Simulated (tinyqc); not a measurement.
Small-signal admittance of a forward-biased p+-n diode: one step of the calculation.

Holes injected into a neutral base of width wb with an ohmic contact at its end; low injection, p0 far above the equilibrium density. A small voltage v exp(i w t), w = 2 pi f, modulates the edge density by p0 v/Vt, and the small-signal density obeys Dp d2p/dx2 = (1/tau + i w) p.

Problem. Closed-form admittance. L = sqrt(Dp tau); direct current J = (q Dp p0/L) coth(wb/L); k = sqrt(1 + i w tau)/L; diffusion admittance Y = (q Dp p0/Vt) k coth(k wb) = G + i w C_diff; junction capacitance C_j = sqrt(q eps0 eps_r Nd/(2 Vr)) in the depletion approximation, with the remaining barrier Vr = Vt ln(Na/p0), a rough value under forward bias; base-width modulation is left out.

Inputs (values chosen for the exercise); permittivity close to that of silicon: temperature T = 300 K; relative permittivity eps_r = 11.7; donor density of the base Nd = 1.9e17 cm^-3; hole diffusion coefficient Dp = 8.5 cm^2/s; hole lifetime tau = 3e-6 s; width of the neutral base wb = 56 um; excess hole density at the junction edge p0 = 3.4e15 cm^-3; acceptor density of the p+ side Na = 6e19 cm^-3; signal frequency f = 28000 Hz.

Constants: q = 1.602176634e-19 C, kB = 1.380649e-23 J/K, Vt = kB T/q, eps0 = 8.8541878128e-14 F/cm where lengths are in cm. Results are converted to the units shown.

Wanted: L; J; k wb; Y; C_diff; C_j.

Solution.

L = 50.50 um
J = 1.141 A/cm^2
k wb = 1.145+0.284i
Y = 44.35+5.94i S/cm^2
C_diff = 33.79 uF/cm^2
C_j = 0.2497 uF/cm^2

G is 1.00 times its low-frequency value J/Vt, and C_diff is 135 times C_j.

tinyqc, about 0.01 s, one thread, Intel Xeon 2.30GHz (shared host): `OMP_NUM_THREADS=1 python tinyqc.py 2890127 2890128 out.jsonl`
